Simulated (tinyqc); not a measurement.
# Read current of a NAND string, cells in series solved by shooting: two studies

Cells in series, numbered from 0 at the source line (0 V) to the bit line, each followed by a gap resistance Rg. A cell with gate Vg, threshold VT, source Vs and drain Vd passes I = 2 nf K Vt^2 [F(Vs) - F(Vd)]/(1 + th max(Vg - VT, 0)), F(V) = ln^2(1 + exp((Vg - VT - nf V)/(2 nf Vt))). The selected cell has Vg = Vr, the others Vg = Vp.

Parameters, values chosen for the exercise; values of the order met in vertical NAND strings:
```
symbol  value    unit                                 meaning
T         358       K                             temperature
K          16  uA/V^2                   gain factor of a cell
nf        2.2                                    slope factor
th       0.19     1/V               mobility reduction factor
Rg         26    kohm     resistance of the gap between cells
Vbl       0.4       V                        bit-line voltage
Vp        7.4       V                            pass voltage
Ve       -1.7       V             threshold of an erased cell
Vh        3.7       V          threshold of the highest state
Vx        0.5       V          threshold of the selected cell
Is         10      nA                         sensing current
Vr       2.13       V  read voltage on the selected word line
```

Constants: q = 1.602176634e-19 C, kB = 1.380649e-23 J/K, Vt = kB T/q. Results are converted to the units shown.

Each table varies one quantity; the others keep the values above.

## Read current against the number of cells

For a trial current I start at 0 V and, cell by cell, solve for the drain: sqrt(F(Vd)) = sqrt(F(Vs) - I/k), k = 2 nf K Vt^2/(1 + th max(Vg - VT, 0)), Vd = [Vg - VT - 2 nf Vt ln(exp(sqrt F) - 1)]/nf, then add I Rg. The string current is the I for which the last node reaches Vbl. The apparent threshold is the Vr at which I = Is. Background: all other cells erased (VT = Ve) or all in the highest state (VT = Vh); ratio and shift are high over erased and high minus erased. The selected cell is in the middle, cell n/2.

Result of one run:
columns A: n; B: I, others erased (uA); C: I, others high (uA); D: ratio; E: apparent VT, erased (V); F: apparent VT, high (V); G: background shift (mV)
```
A        B       C       D       E       F      G
32  0.2647  0.2090  0.7897  0.4137  0.4173  3.549
```

What becomes of these results when the number of cells n is changed from 32 to 192, all else the same?

Result of the changed run:
columns A: n; B: I, others erased (uA); C: I, others high (uA); D: ratio; E: apparent VT, erased (V); F: apparent VT, high (V); G: background shift (mV)
```
A          B        C       D       E       F      G
192  0.04533  0.03536  0.7801  0.4927  0.5148  22.17
```

The whole series:
columns A: n; B: I, others erased (uA); C: I, others high (uA); D: ratio; E: apparent VT, erased (V); F: apparent VT, high (V); G: background shift (mV)
```
A          B        C       D       E       F       G
8     0.9637   0.7926  0.8225  0.4019  0.4028  0.8832
16    0.5127   0.4107  0.8010  0.4058  0.4076   1.769
32    0.2647   0.2090  0.7897  0.4137  0.4173   3.549
64    0.1345   0.1055  0.7840  0.4295  0.4366   7.139
96   0.09017  0.07052  0.7820  0.4453  0.4560   10.77
128  0.06781  0.05297  0.7811  0.4611  0.4755   14.45
192  0.04533  0.03536  0.7801  0.4927  0.5148   22.17
```

With erased neighbours the current falls from 0.964 to 0.0453 uA, as n^(-0.91) between the first two rows and n^(-0.99) between the last two (-1 once the series resistance rules). The ratio falls from 0.822 to 0.780 and the background shift rises from 0.883 to 22.2 mV.

## Effect of the read voltage on the selected word line

Same model as above.

The string has 64 cells and the selected one is cell 32.

The same in every row: apparent VT, erased (V) = 0.4295; apparent VT, high (V) = 0.4366; background shift (mV) = 7.139.

Effect of the read voltage on the selected word line:
```
Vr (V)  I, others erased (uA)  I, others high (uA)   ratio
0.2                  7.036e-4             6.989e-4  0.9933
0.6                   0.03163              0.02834  0.8959
1                      0.1073              0.08879  0.8274
1.4                    0.1304               0.1030  0.7898
1.8                    0.1335               0.1049  0.7853
2.2                    0.1347               0.1055  0.7838
2.6                    0.1352               0.1059  0.7830
3                      0.1356               0.1061  0.7825
```

As Vr goes from 0.2 to 3 V, the current with erased neighbours rises from 7.04e-4 to 0.136 uA, that with high neighbours rises from 6.99e-4 to 0.106 uA and the ratio falls from 0.993 to 0.783. The apparent thresholds do not depend on Vr.

Numbers from tinyqc (`OMP_NUM_THREADS=1 python tinyqc.py 2142084 2142085 out.jsonl`; about 0.6 s on one thread of a shared Intel Xeon 2.30GHz).
